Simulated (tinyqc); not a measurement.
Two-sublattice mean-field magnet: ferrimagnet, compensation points and susceptibility: one step, computed by the program tinyqc.

A random alloy A(1-x)B(x) with H = -sum over pairs J S_i.S_j. a = <S_A> and b = <S_B> are taken along z, a > 0. Exchange fields: h_A = (1 - x) zJ_AA a + x zJ_AB b, h_B = (1 - x) zJ_AB a + x zJ_BB b; a = S_A B_(S_A)(S_A h_A/(k_B T)) and likewise for b, with the Brillouin function B_S(y) = [(2S + 1)/(2S)] coth[(2S + 1) y/(2S)] - [1/(2S)] coth[y/(2S)].

Problem. Net moment and spin. Net moment m = (1 - x) g_A a + x g_B b in mu_B per site; net spin s = (1 - x) a + x b. At T = 0, a = S_A and b = -S_B. Effective g = m/s.

Inputs (values chosen for the exercise, for a model ferrimagnet): spin S_A = 2; spin S_B = 2.5; g factor g_A = 2; g factor g_B = 2; fraction x of B sites = 0.45.

a = 1.926687

b = -1.825056

Give: net moment m; net spin s; m at T = 0; effective g.

Solution.

net moment m = 0.47681 mu_B

net spin s = 0.23840

m at T = 0 = -0.05 mu_B

effective g = 2

A dominates at T, the other sublattice at T = 0: a compensation point lies between.
